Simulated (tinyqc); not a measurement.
# p-n heterojunction, non-linear Poisson equation by Newton steps, Boltzmann statistics: starts and damping rules compared

One dimension, material 1 (p-type) at x < 0 and material 2 (n-type) at x > 0. Band edges: Ec = -psi in material 1 and -psi + dEc in material 2, Ev = Ec - Eg. Flat quasi-Fermi levels: 0 for holes, +V for electrons. n = Nc F((EFn - Ec)/Vt), p = Nv F((Ev - EFp)/Vt), with F(eta) = exp(eta) (Boltzmann statistics); full ionisation, no interface charge, classical densities; the doping types are chosen for the exercise.

a_i = eps0 eps_r/h_i for the interval from node i to i + 1, with h_i = x_(i+1) - x_i in cm.

n_i = Nc F(a_n), a_n = (V - Ec_i)/Vt; p_i = Nv F(a_p), a_p = (Ec_i - Eg)/Vt; rho_i = p_i - n_i + C_i with C = -N1 or +N2; g_i = (n_i + p_i)/Vt. Box widths w_i = (h_(i-1) + h_i)/2 in cm. Residual F_i = a_i (psi_(i+1) - psi_i) - a_(i-1) (psi_i - psi_(i-1)) + q rho_i w_i; Jacobian: a_(i-1) and a_i beside the diagonal, b_i = -a_(i-1) - a_i - q g_i w_i on it. The two end nodes are fixed.

Iterations until the largest undamped |d| is below 1e-9 V (the last, tiny step is counted), with a cap of 100; "overflow" would mean that an exponential left the range of double precision. Starts:
- neutral: psi_L on the nodes of material 1 and psi_R on those of material 2.
- smooth: psi_L + (psi_R - psi_L)(1 + tanh(x/s))/2 on the inner nodes with s = 130 nm, psi_L and psi_R on the ends.
- linear: A straight line in x from psi_L to psi_R.

Rules for the step d, which solves the tridiagonal system a_(i-1) d_(i-1) + b_i d_i + a_i d_(i+1) = -F_i:
- full Newton steps: the full step is added.
- logarithmic damping: each component d is damped to sign(d) Vt ln(1 + |d|/Vt) before it is added.
- steps capped at 4 Vt: if the largest |d| exceeds 4 Vt, the whole step is scaled down so that it equals 4 Vt.
- halved steps: half of the step is added while the largest |d| exceeds 1.5 Vt, the full step after that.

Values chosen for this exercise; band and dielectric values those of a made-up pair: temperature T = 350 K; band gap of material 1 Eg1 = 1.08 eV; relative permittivity of material 1 er1 = 11.5; conduction-band density of states of material 1 Nc1 = 2.39e19 cm^-3; valence-band density of states of material 1 Nv1 = 1.36e19 cm^-3; band gap of material 2 Eg2 = 1.04 eV; relative permittivity of material 2 er2 = 11.6; conduction-band density of states of material 2 Nc2 = 3.68e19 cm^-3; valence-band density of states of material 2 Nv2 = 3.53e19 cm^-3; conduction-band offset Ec2 - Ec1 dEc = 0.03 eV; acceptor density of material 1 N1 = 2.1e16 cm^-3; donor density of material 2 N2 = 7.6e15 cm^-3; bias of side 1 against side 2 V = -1.5 V.

Constants: q = 1.602176634e-19 C, kB = 1.380649e-23 J/K, Vt = kB T/q, eps0 = 8.8541878128e-14 F/cm where lengths are in cm. Results are converted to the units shown.

| node | x (nm) | material |
|---|---|---|
| 0 | -495 | 1 |
| 1 | -380 | 1 |
| 2 | -282 | 1 |
| 3 | -199 | 1 |
| 4 | -130 | 1 |
| 5 | -70.7 | 1 |
| 6 | -21 | 1 |
| 7 | 21 | 2 |
| 8 | 88.9 | 2 |
| 9 | 199 | 2 |
| 10 | 376 | 2 |
| 11 | 662 | 2 |
| 12 | 1120 | 2 |

| interval | eps_r |
|---|---|
| 0 | 11.5 |
| 1 | 11.5 |
| 2 | 11.5 |
| 3 | 11.5 |
| 4 | 11.5 |
| 5 | 11.5 |
| 6 | 11.5498 |
| 7 | 11.6 |
| 8 | 11.6 |
| 9 | 11.6 |
| 10 | 11.6 |
| 11 | 11.6 |

psi_L = -0.884761 V
psi_R = 1.27408 V

Iterations needed:

|  | full Newton steps | logarithmic damping | steps capped at 4 Vt | halved steps |
|---|---|---|---|---|
| neutral | 9 | 22 | 16 | 12 |
| smooth | 9 | 14 | 9 | 9 |
| linear | 39 | 16 | 12 | 17 |

What does the table show?

The fewest iterations, 9, are needed by full Newton steps from the neutral start and full Newton steps from the smooth start and steps capped at 4 Vt from the smooth start and halved steps from the smooth start. Every pairing converges. Lowest count for the worst start: steps capped at 4 Vt, at most 16 iterations.

Program tinyqc, `OMP_NUM_THREADS=1 python tinyqc.py 2040091 2040092 out.jsonl`; Intel Xeon 2.30GHz, shared host, one thread, about 0.04 s.
